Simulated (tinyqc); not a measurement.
Raman shift of the zone-centre optical phonon of a diamond-structure crystal under stress: one step, computed by the program tinyqc.

Axes x, y, z are the cube axes. Strain shifts the threefold optical mode and can split it; p, q and r are the phonon deformation potentials.

Problem. Stress and strain tensors. Uniaxial stress along the unit vector n of the axis: sigma_ij = sigma n_i n_j. eps_xx = S11 sigma_xx + S12 (sigma_yy + sigma_zz), and cyclic; eps_xy = S44 sigma_xy/2 (tensor strain).

Inputs (values chosen for the exercise, modelled on silicon): stress sigma (tension positive) = 2.8 GPa.

Stress state: uniaxial. Axis: [111].

S44 = 12.64862 1/TPa

S11 = 7.624087 1/TPa

S12 = -2.119653 1/TPa

Give: stress; strain; volume strain.

Solution.

stress (GPa):
```
         x        y        z
x  0.93333  0.93333  0.93333
y  0.93333  0.93333  0.93333
z  0.93333  0.93333  0.93333
```

strain (per mille):
```
        x       y       z
x  3.1591  5.9027  5.9027
y  5.9027  3.1591  5.9027
z  5.9027  5.9027  3.1591
```

volume strain = 9.4774 per mille

Caution: strains above about 1 % call for terms beyond linear order.
